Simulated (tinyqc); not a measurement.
MOSFET in the linear regime without short-channel effects, parameter extraction from computed curves: two steps of the calculation.

Inversion charge Q = Cox n Vt W0(exp((Vg - VT)/(n Vt))), W0 the Lambert function and n = nf; u = Q/Cox; mobility mu = mu0/(1 + th1 u + th2 u^2); channel resistance Rch = (L - dL)/(W mu Q); Id = Vd/(Rch + Rsd/W). Cox = eps0 eox/tox. Small Vd, no channel-length or drain effects.

Parameters, values chosen for the exercise; channel values of the order met in silicon transistors: temperature T = 77 K; relative permittivity of the gate insulator (close to silicon nitride) eox = 7.59; insulator thickness tox = 11 nm; low-field mobility mu0 = 150 cm^2/(V s); first mobility attenuation factor th1 = 0.6 1/V; second mobility attenuation factor th2 = 0 1/V^2; threshold voltage VT = 0.33 V; body factor nf = 1.09; gate width W = 1 um; drawn gate length L = 0.54 um; drawn less effective length dL = 0.004 um; source plus drain resistance Rsd = 290 ohm um; drain voltage Vd = 0.02 V.

Constants: q = 1.602176634e-19 C, kB = 1.380649e-23 J/K, Vt = kB T/q, eps0 = 8.8541878128e-14 F/cm where lengths are in cm. Results are converted to the units shown.

Task 1. Transfer curve. u, mu, Rch and Id as defined.

Vg, point 0 to 10 (V): 0.09  0.21  0.33  0.45  0.57  0.69  0.81  0.93  1.05  1.17  1.29

Wanted: u; mu; Rch; Id.

Result 1.

```
point      u (V)  mu (cm^2/(V s))  Rch (ohm)    Id (uA)
0      2.805e-17            150.0   2.085e20  9.591e-17
1      4.504e-10            150.0   1.299e13   1.540e-9
2       0.004102            149.6    1.429e6    0.01399
3         0.1009            141.4    6.146e4     0.3239
4         0.2155            132.8    3.066e4     0.6463
5         0.3323            125.1    2.111e4     0.9346
6         0.4501            118.1    1.650e4      1.191
7         0.5684            111.9    1.380e4      1.420
8         0.6871            106.2    1.202e4      1.624
9         0.8059            101.1    1.077e4      1.809
10        0.9249            96.47       9833      1.976
```

Task 2. Threshold and mobility at the peak transconductance. gm_i = (Id_(i+1) - Id_(i-1))/(Vg_(i+1) - Vg_(i-1)); at the point j of largest gm the tangent meets the axis at V_ext = Vg_j - Id_j/gm_j; field-effect mobility gm_j L/(W Cox Vd) with the drawn L.

```
point  Vg (V)        Id (uA)
0        0.09  9.5911056e-17
1        0.21   1.5401269e-9
2        0.33    0.013988835
3        0.45     0.32390613
4        0.57     0.64627465
5        0.69     0.93459029
6        0.81      1.1909438
7        0.93      1.4195607
8        1.05      1.6243960
9        1.17      1.8088277
10       1.29      1.9756802
```

Give: gm; j; V_ext; field-effect mobility.

Result 2.

gm, point 1 to 9 (uS): 0.058287  1.3496  2.6345  2.5445  2.2695  2.0207  1.8061  1.6219  1.4637
j = 3
V_ext = 0.32705 V
field-effect mobility = 116.43 cm^2/(V s)

V_ext is 2.9 mV below the model VT, and the mobility so found is 23 % below mu0 L/(L - dL) = 151 cm^2/(V s), the value for the drawn L; attenuation, series resistance and the slow approach of Q to a straight line all lower the peak gm.

tinyqc, about 0.01 s, one thread, Intel Xeon 2.30GHz (shared host): `OMP_NUM_THREADS=1 python tinyqc.py 2210108 2210109 out.jsonl`
